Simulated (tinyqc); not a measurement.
# Band bending at a free surface with one surface level, surface photovoltage and Kelvin probe: effects of single changes

n-type bulk, xi = Ec - EF = Vt ln(Nc/Nd), p0 = ni^2/Nd, ni = sqrt(Nc Nv) exp(-Eg/(2 Vt)), Eg in volts. b is the upward band bending, u = b/Vt. Space charge per area, in units of q: Qc = sign(b) sqrt((2 eps0 eps_r Vt/q) [(Nd + dn)(exp(-u) - 1) + Nd u + (p0 + dn)(exp(u) - 1)]), with dn the excess density under light (flat quasi-Fermi levels; 0 in the dark). The level holds -Ns f, f = 1/(1 + exp((xi + b - Es)/Vt)). Neutrality: Qc + Qf + (charge of the states) = 0.

Inputs (values chosen for the exercise); band and dielectric values those of a made-up semiconductor: temperature T = 300 K; band gap Eg = 1.1 eV; relative permittivity eps_r = 13.5; conduction-band density of states at T Nc = 5.13e17 cm^-3; valence-band density of states at T Nv = 1.43e19 cm^-3; electron affinity chi = 4.69 eV; donor density Nd = 1.9e16 cm^-3; fixed positive charge at the surface Qf = 2.3e11 cm^-2; work function of the probe tip pt = 4.68 eV; density of an acceptor-like surface level Ns = 9e11 cm^-2; its depth below the conduction edge Es = 0.59 eV.

Constants: q = 1.602176634e-19 C, kB = 1.380649e-23 J/K, Vt = kB T/q, eps0 = 8.8541878128e-14 F/cm where lengths are in cm. Results are converted to the units shown.

Each table varies one quantity; the others keep the values above.

## Pinning by the surface states

b solves the neutrality condition in the dark.

Pinning by the surface states:

| Ns (cm^-2) | b (V) | xi + b (eV) | Qc (cm^-2) |
|---|---|---|---|
| 2.4e10 | -0.05676 | 0.02844 | -2.060e11 |
| 6.7e10 | -0.04838 | 0.03683 | -1.630e11 |
| 1.8e11 | -0.01878 | 0.06643 | -5.000e10 |
| 5.1e11 | 0.3020 | 0.3872 | 2.798e11 |
| 1.4e12 | 0.5121 | 0.5973 | 3.713e11 |
| 3.9e12 | 0.5481 | 0.6333 | 3.848e11 |
| 1.1e13 | 0.5774 | 0.6626 | 3.954e11 |
| 2.9e13 | 0.6030 | 0.6882 | 4.045e11 |
| 8.1e13 | 0.6296 | 0.7148 | 4.137e11 |

What does the table show?

b rises from -0.0568 to 0.630 V. The level is over 95 % full (Qc near Ns - Qf) in the 4 rows with xi + b more than 3 Vt short of Es = 0.59 eV. Beyond that it empties, and between the last two rows b gains only 59.5 mV a decade.

## Kelvin-probe contrast of the doping

Same model as above.

Work function chi + xi + b; contact potential difference CPD = (work function of the sample) - pt.

Results:

| Nd (cm^-3) | xi (eV) | b (V) | CPD (mV) |
|---|---|---|---|
| 1.2e14 | 0.2161 | 0.3977 | 623.9 |
| 3.3e14 | 0.1900 | 0.4214 | 621.3 |
| 8.8e14 | 0.1646 | 0.4428 | 617.4 |
| 2.4e15 | 0.1387 | 0.4624 | 611.1 |
| 6.4e15 | 0.1133 | 0.4781 | 601.4 |
| 4.7e16 | 0.06179 | 0.4766 | 548.4 |

Estimate the missing row, Nd = 1.7e16 cm^-3.

Computed row:

| Nd (cm^-3) | xi (eV) | b (V) | CPD (mV) |
|---|---|---|---|
| 1.7e16 | 0.08808 | 0.4875 | 585.6 |

With this row back in the table: xi falls by 154 mV over the table and the CPD by 75.5 mV; b goes from 0.398 through a maximum of 0.488 (at Nd = 1.7e16 cm^-3 among the rows listed) to 0.477 V. Between the first two rows the CPD follows 9.69 % of the change of xi, and between the last two 141 %. It is below 100 % where b rises with the doping (pinning hides it). It exceeds 100 % where b falls as the doping rises.

## Photovoltage against injection

Same model as above.

Under chopped light the surface charge keeps its dark value, so b falls to bL with Qc(bL, dn) = Qc(b, 0); the photovoltage is b - bL.

Photovoltage against injection:

| dn (cm^-3) | bL (V) | photovoltage (mV) | share of b removed (%) |
|---|---|---|---|
| 1.9e7 | 0.48437 | 3.5443 | 0.72641 |
| 2.4e8 | 0.46595 | 21.959 | 4.5007 |
| 3.1e9 | 0.42643 | 61.485 | 12.602 |
| 4e10 | 0.37583 | 112.08 | 22.971 |
| 5.1e11 | 0.32041 | 167.50 | 34.330 |
| 6.5e12 | 0.26232 | 225.60 | 46.237 |
| 8.3e13 | 0.20256 | 285.35 | 58.484 |
| 1.1e15 | 0.14100 | 346.91 | 71.102 |
| 1.4e16 | 0.081330 | 406.58 | 83.331 |
| 1.8e17 | 0.032730 | 455.18 | 93.292 |

What does the table show?

The photovoltage rises from 3.54 to 455 mV, towards the full b = 488 mV. Its steepest rise is 54.9 mV a decade (Vt ln 10 = 59.5 mV), and it reaches 93.3 % of b in the last row: even strong light does not flatten the bands fully, so a saturation reading understates b. For dn = 1.8e17 the injection is high, and a Dember voltage, left out here, adds to the signal.

Computed by the program tinyqc: `OMP_NUM_THREADS=1 python tinyqc.py 2430044 2430045 out.jsonl`, one thread of a shared Intel Xeon 2.30GHz, about 0.01 s for the whole run.
